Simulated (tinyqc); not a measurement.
## n-type polysilicon, carrier trapping at grain boundaries: effect of the doping

One-dimensional grains of size Lg, uniform ionised doping N, monovalent traps Qt at each boundary at a depth Et below (for electrons) or above (for holes) the band edge there, abrupt depletion of width W on each side of a boundary, Boltzmann statistics. xi is the distance from the band edge at the grain centre to the Fermi level. Trapped charge Qt/(1 + exp((xi + VB - Et)/Vt)) = 2 N W, barrier VB = q N W^2/(2 eps0 eps_r).

If the trap equation with xi = Vt ln(NB/N) has a root W < Lg/2, the grain is partly depleted; otherwise W = Lg/2 and the trap equation gives xi = Et - VB + Vt ln(Qt/(N Lg) - 1). N* = Qt/Lg. n0 = NB exp(-xi/Vt); mean density n0 (1 - 2 W/Lg) by charge balance in a partly depleted grain, and n0 (sqrt(pi)/2) erf(u)/u with u = sqrt(VB/Vt) in a fully depleted one; v = sqrt(kB T/(2 pi ms m0)); barrier resistivity Vt exp(VB/Vt)/(q fe n0 v Lg); grain resistivity (1 - 2 W/Lg)/(q n0 mug); effective mobility 1/(q mean density total resistivity). Rows with xi above 0.45 V, towards mid-gap, are left out, since the other carrier type is ignored.

Values chosen for this exercise; values of the order met in polycrystalline silicon:

| symbol | value | unit | meaning |
|---|---|---|---|
| T | 350 | K | temperature |
| eps_r | 11.7 |  | relative permittivity |
| NB | 3.53e19 | cm^-3 | conduction-band density of states at T |
| Lg | 200 | nm | grain size |
| Qt | 1.3e12 | cm^-2 | trap density of a grain boundary |
| Et | 0.31 | eV | depth of the trap level from the majority band edge at the boundary |
| ms | 0.37 | m0 | mass for thermionic emission |
| fe | 0.12 |  | correction factor of the emission rate |
| mug | 71 | cm^2/(V s) | mobility inside the grains |

Constants: q = 1.602176634e-19 C, kB = 1.380649e-23 J/K, m0 = 9.1093837015e-31 kg, Vt = kB T/q, eps0 = 8.8541878128e-14 F/cm where lengths are in cm. Results are converted to the units shown.

Effect of the doping:
```
N (cm^-3)	N/N*	depleted share 2 W/Lg	VB (V)	xi (V)	mean density (cm^-3)	resistivity (ohm cm)	effective mobility (cm^2/(V s))
3.3e15	0.05077	1.000	0.02552	0.3728	1.175e14	253.0	209.9
6.8e15	0.1046	1.000	0.05258	0.3222	5.103e14	115.8	105.6
1.4e16	0.2154	1.000	0.1083	0.2407	5.601e15	49.30	22.60
3e16	0.4615	0.7138	0.1182	0.2132	8.587e15	28.39	25.60
6.3e16	0.9692	0.4987	0.1211	0.1909	3.158e16	15.17	13.03
1.3e17	2.000	0.3421	0.1177	0.1690	8.553e16	6.691	10.91
2.8e17	4.308	0.2103	0.09578	0.1459	2.211e17	1.652	17.09
5.9e17	9.077	0.1088	0.05403	0.1234	5.258e17	0.2997	39.60
1.2e18	18.46	0.05403	0.02709	0.1020	1.135e18	0.1029	53.44
2.6e18	40.00	0.02498	0.01255	0.07867	2.535e18	0.04254	57.88
```

As N goes from 3.3e15 to 2.6e18, VB goes from 0.0255 through a maximum of 0.121 (at N = 6.3e16 among the rows listed) to 0.0125 V, the resistivity falls from 253 to 0.0425 ohm cm and the effective mobility moves up and down between 10.9 and 210 cm^2/(V s). The steepest fall of the resistivity among the rows, as N^(-2.3), lies between N = 2.8e17 and 5.9e17 cm^-3; N* = 6.50e16 cm^-3. While the grain is fully depleted VB grows as N; once the traps are full it falls as 1/N. For N = 3.3e15, 1.2e18, 2.6e18 VB is below Vt, where abrupt depletion and thermionic emission are rough. For N = 6.8e15, 1.4e16, 3e16 the grain is near the changeover between partial and full depletion, within a few Debye lengths, where both limits are rough. For N = 3.3e15, 6.8e15 the effective mobility exceeds mug, since drift through the depleted part of the grain is left out.

Numbers from tinyqc (`OMP_NUM_THREADS=1 python tinyqc.py 2830066 2830067 out.jsonl`; about 0.01 s on one thread of a shared Intel Xeon 2.30GHz).
